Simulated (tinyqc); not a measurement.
Inside a calculation. Model: p-i-n power rectifier, conductivity modulation at high injection.

Computed by the program tinyqc: `OMP_NUM_THREADS=1 python tinyqc.py 2230125 2230126 out.jsonl`, one thread of a shared Intel Xeon 2.30GHz, about 0.01 s for the whole run. Printed values are rounded.

A drift layer from x = -d to d (2 d = W) between ideal p+ and n+ emitters (no recombination in them). High injection, n = p, ambipolar diffusion with one lifetime; both mobilities scale as (T/300 K)^(-bt).

Inputs (values chosen for the exercise); bulk values close to those of 4H silicon carbide: temperature T = 400 K; relative permittivity eps_r = 9.58; critical-field constant Kc = 23800 V/cm per (cm^-3)^(1/8); rated breakdown voltage of the drift layer BV = 3400 V; drift mobility at 300 K mud = 778 cm^2/(V s); temperature exponent of the drift mobility bt = 2.3; hole mobility at 300 K mup = 106 cm^2/(V s); band gap Eg = 3.19 eV; conduction-band density of states at T Nc = 2.62e19 cm^-3; valence-band density of states at T Nv = 3.85e19 cm^-3; forward current density J = 100 A/cm^2; high-level lifetime tau = 4.4e-7 s.

Constants: q = 1.602176634e-19 C, kB = 1.380649e-23 J/K, Vt = kB T/q, eps0 = 8.8541878128e-14 F/cm where lengths are in cm. Results are converted to the units shown.

## Drift layer

Triangular field at breakdown with Ec = Kc N^(1/8): BV = eps0 eps_r Ec^2/(2 q N), so N = (eps0 eps_r Kc^2/(2 q BV))^(4/3); W = 2 BV/Ec; mu = mud (T/300 K)^(-bt); rho = 1/(q mu N); ideal resistance rho W.

drift doping N = 3.356849e15 cm^-3
Ec = 2.076435 MV/cm
drift thickness W = 32.74843 um
electron mobility mu at T = 401.4399 cm^2/(V s)
drift resistivity rho = 4.631667 ohm cm
ideal resistance = 15.16798 mohm cm^2

## Carrier profile

Da = 2 mun mup Vt/(mun + mup), La = sqrt(Da tau), B = (mun - mup)/(mun + mup) with mun = mud (T/300 K)^(-bt), mup likewise; n(x) = (tau J/(2 q La)) [cosh(x/La)/sinh(d/La) - B sinh(x/La)/cosh(d/La)]. 8 equal steps.

Da = 3.318463 cm^2/s
La = 12.08356 um
B = 0.7601810

```
point     x (um)    n (cm^-3)
0      -16.37421  2.054410e17
1      -12.28066  1.482783e17
2       -8.18711  1.082962e17
3       -4.09355  8.086207e16
4        0.00000  6.279722e16
5        4.09355  5.200851e16
6        8.18711  4.724589e16
7       12.28066  4.795752e16
8       16.37421  5.422585e16
```

d/La = 1.36. The lowest density on the grid is 14.1 times the drift doping.

## Forward voltage and stored charge

Ohmic drop: integral of J/(q (mun + mup) n); diffusion (Dember) drop Vt B ln(n(-d)/n(d)); both junctions together Vt ln(n(-d) n(d)/ni^2), ni = sqrt(Nc Nv) exp(-Eg/(2 Vt)), Eg in volts; V_F = the sum; stored charge q times the integral of n. Trapezoid rule; mun and mup scale as (T/300 K)^(-bt).

ohmic drop = 0.06563097 V
diffusion drop = 0.03490234 V
junction drops = 2.796580 V
V_F = 2.897114 V
stored charge = 44.42000 uC/cm^2

A fine grid gives V_F = 2.897 V and the stored charge J tau = 44.00 uC/cm^2. Without modulation the drift layer alone would drop J rho W = 1.52 V, 15.1 times the ohmic and diffusion drops together.
